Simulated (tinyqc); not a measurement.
Valence-band offset from core levels (Kraut method), with the dipole against the affinity rule: one step of the calculation.

Binding energies are counted downwards from the Fermi level. dEv > 0 means that the valence edge of B lies below that of A, dEc > 0 that the conduction edge of B lies above that of A; dEc + dEv = EgB - EgA. The spectra are made-up values treated as data.

Task. Valence-band maximum of bare A. Fit a straight line to the leading edge by least squares; the maximum vA lies where it meets the background.

Values chosen for this exercise:
- bg = 66 (background counts in the gap)

```
point	binding energy (eV)	counts on the leading edge
0	1.22	128
1	1.34	159
2	1.46	188
3	1.58	219
4	1.7	248
5	1.82	278
```

Wanted: slope; intercept; vA.

Result.

slope = 249.5 counts/eV
intercept = -175.9 counts
vA = 0.9696 eV

Computed by the program tinyqc: `OMP_NUM_THREADS=1 python tinyqc.py 2410171 2410172 out.jsonl`, one thread of a shared Intel Xeon 2.30GHz, about 0.01 s for the whole run.
